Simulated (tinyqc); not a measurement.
Hydrogen passivation and dissociation of interface defects with a spread of activation energies. Changing the anneal temperature T. Computed by tinyqc, a small Python program. Command: `OMP_NUM_THREADS=1 python tinyqc.py 3001579 3001580 out.jsonl passivation sweep`. One thread of a shared host (Intel(R) Xeon(R) Processor @ 2.30GHz), about 0.01 s of CPU time with the checks.

All defects start passivated and lose hydrogen by HP -> P + H; no hydrogen is supplied. Activation energies are normally distributed.

Inputs (values chosen for the exercise, for a model interface):

| quantity | value | unit |
|---|---|---|
| defect density N_0 | 6.5e+11 | cm^-2 |
| mean dissociation energy E_d | 2.82 | eV |
| spread s_d | 0.082 | eV |
| prefactor k_d0 | 4.8e+13 | 1/s |
| anneal time t | 95 | s |

Ambient: vacuum.

Constants: k_B = 8.617333262e-05 eV/K.

Method. b = k_d0 exp(-E_d/k_B T); the active share of one kind of site is 1 - exp(-b t). Full average: z from -5 to 5 in steps of 0.125 with normalised weights exp(-z^2/2), energy = mean + spread x z.

One run for each value:

| anneal temperature T (K) | active share | active share, single energy | dissociation rate b (1/s) |
|---|---|---|---|
| 620 | 1.7682e-07 | 5.4463e-08 | 5.7330e-10 |
| 700 | 5.7149e-05 | 2.2691e-05 | 2.3886e-07 |
| 770 | 3.3873e-03 | 1.5895e-03 | 1.6744e-05 |
| 850 | 1.3128e-01 | 8.3184e-02 | 9.1419e-04 |
| 920 | 7.3507e-01 | 8.0316e-01 | 1.7109e-02 |
| 1100 | 1.0000e+00 | 1.0000e+00 | 5.7688e+00 |
| 1200 | 1.0000e+00 | 1.0000e+00 | 6.8828e+01 |

Give the missing row, anneal temperature T (K) = 1000.

Computed row:
```
anneal temperature T (K)  active share  active share, single energy  dissociation rate b (1/s)
1000                        9.9820e-01                   1.0000e+00                 2.9449e-01
```

Interpolating between the two neighbouring rows (linearly) misses most in dissociation rate b (1/s), by a factor of 8.7. Over the rows, active share rises from 1.77e-7 to 1.00; active share, single energy rises from 5.45e-8 to 1.00, flat over part of the range; dissociation rate b (1/s) rises from 5.73e-10 to 68.8 (exponent d ln y / d ln x 50 between the first rows and 28 between the last).  Left out: 470, 550 (the active share is below the resolution of the grid).
